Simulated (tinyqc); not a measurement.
Geometry optimisation on the UHF/sto-6g surface (energies and gradients from PySCF), for H4+, spin multiplicity 2, step by step. Computed by tinyqc, a small Python program that keeps every step (integrals from PySCF). Settings: charge = 1, multiplicity = 2, basis = sto-6g, optimiser = bfgs, first Hessian = 0.15, largest step = 0.5, iteration cap = 30. Command: `OMP_NUM_THREADS=1 python tinyqc.py 29523 29524 out.jsonl` (the two numbers bound the seeds that draw the settings). One thread of a shared host (Intel(R) Xeon(R) Processor @ 2.60GHz), about 2 s of CPU time with the checks.

## Step 1: energy and gradient

positions at the start (bohr):
```
           x        y         z
1H  -0.03968  0.04346  -0.06047
2H  -0.02457  0.03590   1.46454
3H  -0.03213  1.55147  -0.05858
4H   0.02646  1.77256   1.43052
```

Self-consistent energy and analytic gradient at these positions.

energy = -1.5121176 hartree

gradient (hartree/bohr):
```
             x           y           z
1H   0.0044730   0.2871720   0.0496082
2H   0.0051626   0.1948203   0.0082024
3H  -0.0017860  -0.2155760   0.0022950
4H  -0.0078496  -0.2664163  -0.0601056
```

## Step 1: move

Quasi-Newton step p = -H^(-1) g (first H = 0.15 times the unit matrix); steps longer than 0.5 bohr are cut back (factor 0.152 here).

positions after step 1 (bohr):
```
           x         y         z
1H  -0.04421  -0.24714  -0.11067
2H  -0.02979  -0.16124   1.45624
3H  -0.03032   1.76962  -0.06090
4H   0.03440   2.04216   1.49135
```

## Step 2: energy and gradient

As before.

energy = -1.6705954 hartree

gradient (hartree/bohr):
```
             x           y           z
1H   0.0013205   0.0963657   0.0009910
2H   0.0022149   0.0850009   0.0119957
3H  -0.0013746  -0.0850272  -0.0121804
4H  -0.0021609  -0.0963394  -0.0008063
```

## Step 2: move

inverse Hessian in use (bohr^2/hartree), lower triangle:
```
           1         2         3         4         5         6         7         8
1    6.66614
2   -0.03142   4.79165
3   -0.00843  -0.51641   6.54420
4   -0.00047  -0.02778  -0.00826   6.66627
5   -0.01756  -1.03071  -0.30865  -0.01450   6.13113
6    0.00087   0.06010   0.00488   0.00125   0.04767   6.67163
7    0.00005   0.00213   0.00157   0.00000  -0.00006  -0.00065   6.66671
8    0.02116   1.25155   0.36072   0.01805   0.66791  -0.04957  -0.00063   5.84425
9   -0.00273  -0.17423  -0.03164  -0.00308  -0.11627  -0.00407   0.00101   0.12954
10   0.00095   0.05707   0.01512   0.00086   0.03212  -0.00148  -0.00009  -0.03858
11   0.02782   1.65418   0.46435   0.02423   0.89834  -0.05819  -0.00144  -1.09705
12   0.01029   0.63054   0.14922   0.01009   0.37726  -0.00578  -0.00193  -0.44069

          9        10        11       12
9   6.66400
10  0.00481   6.66495
11  0.16095  -0.05061   5.21119
12  0.03837  -0.01845  -0.56711  6.48486
```

Quasi-Newton step p = -H^(-1) g (the inverse Hessian comes from BFGS updates; coordinates in the order x, y, z of each atom); steps longer than 0.5 bohr are cut back.

positions after step 2 (bohr):
```
           x         y        z
1H  -0.04404  -0.35709  0.03399
2H  -0.03681  -0.44099  1.35647
3H  -0.02153   1.98478  0.07359
4H   0.03246   2.21670  1.31195
```

## Step 3: energy and gradient

As before.

energy = -1.6808514 hartree

gradient (hartree/bohr):
```
             x           y           z
1H   0.0011019   0.0219271   0.1266075
2H  -0.0000169   0.0371545  -0.1260227
3H   0.0065257   0.0009917   0.1580823
4H  -0.0076107  -0.0600733  -0.1586672
```

## Step 3: move

inverse Hessian in use (bohr^2/hartree), lower triangle:
```
           1         2         3         4         5         6         7         8
1    6.66614
2   -0.03082   4.80719
3   -0.00981  -0.16111   5.58238
4   -0.00045  -0.01929   0.00457   6.66729
5   -0.01686  -0.46587  -0.09581   0.04063   8.90472
6    0.00225  -0.45369   1.02179  -0.02475  -0.78290   5.72649
7   -0.00004   0.02277  -0.05563   0.00072   0.01049   0.06028   6.66331
8    0.02023   1.06164  -0.12470  -0.00874  -0.84321   0.81110  -0.02828   6.52800
9   -0.00446   0.43593  -1.29402   0.02671   0.79352   1.19526  -0.07453  -0.86931
10   0.00101   0.02734   0.06087  -0.00090  -0.03425  -0.03777   0.00267   0.01679
11   0.02745   1.26371   0.38162  -0.01259  -0.92898   0.42548  -0.00498  -0.07976
12   0.01202   0.17887   1.35652  -0.00652   0.08520  -1.27687   0.06988   0.18291

           9        10        11       12
9    5.14805
10   0.05229   6.66389
11  -0.36013  -0.00987   6.41170
12   1.61737  -0.07539  -0.44697  4.96965
```

Quasi-Newton step p = -H^(-1) g (the inverse Hessian comes from BFGS updates; coordinates in the order x, y, z of each atom); steps longer than 0.5 bohr are cut back (factor 0.570 here).

positions after step 3 (bohr):
```
           x         y         z
1H  -0.04419  -0.40867  -0.03856
2H  -0.04290  -0.76852   1.50694
3H  -0.02559   2.14532  -0.09843
4H   0.04276   2.43528   1.40605
```

## Convergence

Stop when the largest gradient component is below 3e-5 hartree/bohr. The inverse Hessian follows the BFGS update with s = step, y = change of gradient.

Course of the optimisation:
```
step  E (hartree)  largest gradient (hartree/bohr)
1      -1.5121176                         2.87e-01
2      -1.6705954                         9.64e-02
3      -1.6808514                         1.59e-01
4      -1.7312536                         1.51e-02
5      -1.7341856                         9.49e-03
6      -1.7363203                         2.41e-02
7      -1.7378889                         2.57e-02
8      -1.7442756                         2.80e-02
9      -1.7481907                         1.44e-02
10     -1.7513220                         1.35e-02
11     -1.7524212                         2.02e-02
12     -1.7535314                         5.03e-03
13     -1.7536532                         4.01e-03
14     -1.7538393                         4.32e-03
15     -1.7539441                         3.38e-03
16     -1.7540853                         7.80e-03
17     -1.7543192                         2.43e-03
18     -1.7544901                         2.00e-03
19     -1.7545873                         9.00e-03
20     -1.7547242                         1.26e-03
21     -1.7547556                         5.67e-04
22     -1.7547700                         1.12e-03
23     -1.7547732                         4.15e-04
24     -1.7547738                         2.07e-05
```

Final distances (angstrom):
```
pair   distance
2H-1H   0.99767
3H-1H   1.19251
3H-2H   2.15619
4H-1H   1.19259
4H-2H   2.15632
4H-3H   0.82712
```

Converged in 24 steps.
